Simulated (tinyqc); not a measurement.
RHF in the 6-311g basis, for H2, spin multiplicity 1, step by step. One step of it, computed by the program tinyqc.

Task: Orthogonalisation. S = U s U^T; symmetric (Loewdin) form X = U s^(-1/2) U^T, so that X^T S X = 1.

overlap S, lower triangle:
```
,1H 1s,1H 2s,1H 3s,2H 1s,2H 2s,2H 3s
1H 1s,1.000000
1H 2s,0.706377,1.000000
1H 3s,0.373664,0.788963,1.000000
2H 1s,0.049683,0.208256,0.238735,1.000000
2H 2s,0.208256,0.463278,0.545564,0.706377,1.000000
2H 3s,0.238735,0.545564,0.784578,0.373664,0.788963,1.000000
```

Give: eigenvalues of S; X.

Result:

eigenvalues of S: 0.0559  0.1309  0.3085  0.7204  1.3381  3.4463

X, lower triangle:
```
,1H 1s,1H 2s,1H 3s,2H 1s,2H 2s,2H 3s
1H 1s,1.3747
1H 2s,-0.7495,2.1450
1H 3s,0.2081,-1.0249,2.1682
2H 1s,0.0391,0.0200,-0.0521,1.3747
2H 2s,0.0200,-0.2934,0.2185,-0.7495,2.1450
2H 3s,-0.0521,0.2185,-0.9525,0.2081,-1.0249,2.1682
```
